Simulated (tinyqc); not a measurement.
# Electroplating on a thin resistive seed layer: kinetics, Wagner number and the terminal effect across a wafer, step by step

A worked calculation. Computed by tinyqc, a small Python program that keeps every step. Command: `OMP_NUM_THREADS=1 python tinyqc.py 3120232 3120233 out.jsonl terminal walk`. One thread of a shared host (Intel(R) Xeon(R) Processor @ 2.30GHz), about 0.03 s of CPU time with the checks. Intermediate numbers are printed to about 6 digits and carried at full precision; extremes and crossings named in words are read from the listed rows.

Current enters the seed at the rim. The bath is treated as a local resistance per area (no lateral flow in the liquid), two electrons per ion, molar volume 7.11 cm^3/mol, Faraday constant F = e N_A, kinematic viscosity 0.01 cm^2/s, omega = 2 pi x rpm/60; k_B T/e is in volts.

Inputs (values chosen for the exercise, of the order of those for copper plating from an acid sulfate bath):
```
quantity,value,unit
wafer radius R,10,cm
seed thickness t,14,nm
seed resistivity,20,microohm cm
bath conductivity kappa,0.21,S/cm
gap to the anode h,8.1,cm
extra resistance of a porous plate,0,ohm cm^2
exchange current density i_0,0.046,mA/cm^2
cathodic transfer coefficient alpha,0.87,-
mean current density,14,mA/cm^2
diffusivity of the metal ion,6.8e-06,cm^2/s
metal ion concentration,0.8,mol/L
rotation rate,200,rpm
temperature T,298,K
```

Constants: e = 1.602176634e-19 C; N_A = 6.02214076e+23 1/mol; k_B = 8.617333262e-05 eV/K.

## Rate, limit and resistances

Growth rate = i V_m/(2 F). Levich limit i_L = 0.62 x 2 F D^(2/3) omega^(1/2) nu^(-1/6) c. Tafel overpotential eta = (k_B T/(alpha e)) ln(i/i_0); kinetic resistance k_B T/(alpha e i); bath resistance h/kappa + plate; R_s = resistivity/t; Wagner number = kinetic resistance x kappa/R.

growth rate = 309.498 nm/min

limiting current i_L = 338.721 mA/cm^2

overpotential = 168.782 mV

kinetic resistance = 2.10835 ohm cm^2

bath resistance R_b = 38.5714 ohm cm^2

sheet resistance R_s = 14.2857 ohm/square

Wagner number = 0.0442753

## Linear estimate of the terminal effect

Linearised: with R_t = kinetic + bath resistance the current density obeys (1/r)(r i')' = i R_s/R_t, so i = A I_0(r/l), l = sqrt(R_t/R_s); with x = R/l, edge/centre = I_0(x) and edge/mean = x I_0(x)/(2 I_1(x)). Voltage drop in the seed for a uniform current: i R_s R^2/4.

length l = 1.68748 cm

x = R/l = 5.92600

edge over centre, linear = 62.8477

edge over mean, linear = 3.25178

drop for uniform current = 5000.00 mV

## Current distribution

Full model: seed potential phi(r) with (1/r)(r phi')' = R_s i, where i solves phi = R_b i + (k_B T/(alpha e)) ln(i/i_0) (phi being the driving voltage left at r); phi'(0) = 0 and phi'(R) = R_s i_mean R/2. Solved by collocation to a tolerance of 1e-7.

Across the wafer:
```
r/R,i (mA/cm^2),i/mean,"i/mean, linear"
0.00,1.0169,0.07264,0.05174
0.20,1.2540,0.08957,0.07157
0.40,2.2844,0.16317,0.15430
0.60,5.5274,0.39481,0.40006
0.75,11.8638,0.84741,0.86140
0.90,26.5487,1.89633,1.90076
1.00,46.0256,3.28754,3.25178
```

edge over centre, full model = 45.2600

The full model gives 45.3 against 62.8 from the linear form; the kinetic resistance, which the linear form holds fixed, is a small part of R_t here.

## As the film thickens, and with more bath resistance

The film is taken as uniform, with the seed resistivity; the last column adds 100 ohm cm^2 to R_b. Extra power of that plate = i^2 x 100 ohm cm^2 x area.

Edge over centre:
```
thickness (nm),R_s (ohm/square),as given,with 100 ohm cm^2 more
14,14.2857,45.2600,5.64212
21,9.5238,20.4074,3.54812
28,7.1429,12.3144,2.72970
42,4.7619,6.6830,2.04191
70,2.8571,3.6563,1.57572
140,1.4286,2.0864,1.27042
280,0.7143,1.4891,1.13102
```

extra power = 6.15752 W

The ratio falls below 1.1 in none of these rows as given, and in none of these rows with the added resistance: what counts is R_s R^2 against the sum of kinetic and bath resistance.

Checks made by the program: mean of the distribution (relative difference 9e-07).
